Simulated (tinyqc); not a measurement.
Gaps across the alloy: virtual-crystal alloy in the empirical-pseudopotential method.

Empirical pseudopotential on the fcc lattice, atoms at +/- tau, tau = a (1,1,1)/8, no spin-orbit coupling. H(G,G') = c (2 pi/a)^2 |k + G|^2 delta + VS(q) cos(q.tau) + i VA(q) sin(q.tau), q = G - G', c = hbar^2/2m0; k and G in units of 2 pi/a; VS at |q|^2 = 3, 8, 11 and VA at 3, 4, 11, in rydberg, zero elsewhere. At each k the basis holds all G with |k + G|^2 up to 16; energies are counted from the fourth level at Gamma.

Virtual crystal A(1-x)B(x): a = (1 - x) a_A + x a_B. Rule linear: V = (1 - x) V_A + x V_B. Rule volume: V = [(1 - x) a_A^3 V_A + x a_B^3 V_B]/a^3, since a form factor is an atomic potential divided by the cell volume.

Constants: hbar^2/2m0 = 3.80998211 eV angstrom^2; Ry = 13.60569312 eV.

Inputs chosen for the exercise (classic local form factors of the size used for GaAs (A) and InAs (B), which place X and L only to a few tenths of an eV; not measured data):
- a = (5.644, 6.05) angstrom (lattice constants of A, B)
- VSA = (-0.225, 0.009, 0.06) Ry (symmetric form factors of A)
- VAA = (0.07, 0.051, 0.009) Ry (antisymmetric form factors of A)
- VSB = (-0.22, 0, 0.049) Ry (symmetric form factors of B)
- VAB = (0.081, 0.05, 0.029) Ry (antisymmetric form factors of B)
- rule = volume (mixing rule)

Gaps from the valence top to the fifth band at Gamma, at L = (1/2,1/2,1/2) and at the lowest of k = (f,0,0), f = 0.70, 0.75, ..., 1.00. Bowing C = 4 [(E(0) + E(1))/2 - E(1/2)].

Gaps (eV):
```
x      Gamma  Delta/X  f of the minimum      L  lowest
0.000  1.402    1.606              0.95  1.598   Gamma
0.167  1.201    1.702              1.00  1.579   Gamma
0.333  1.017    1.790              1.00  1.561   Gamma
0.500  0.849    1.871              1.00  1.545   Gamma
0.667  0.698    1.946              1.00  1.531   Gamma
0.833  0.563    2.015              1.00  1.519   Gamma
1.000  0.442    2.079              1.00  1.510   Gamma
```

bowing (eV): Gamma 0.291, Delta/X -0.115, L 0.035

The lowest valley is Gamma throughout. From A to B the Gamma gap moves by -0.96 eV, L by -0.09 eV and Delta/X by +0.47 eV; a move of Delta/X below about 0.4 eV is within the error of such form factors, sign included. The virtual crystal holds no disorder and no bond relaxation, so its bowing comes from the non-linear dependence on the mean potential and volume alone, and it may differ from measured bowing, which is positive in these alloys, in size and even in sign; crossings move with it.

Program tinyqc; command `OMP_NUM_THREADS=1 python tinyqc.py 1051567 1051568 out.jsonl`; about 0.3 s on one thread of a shared Intel(R) Xeon(R) Processor @ 2.30GHz.
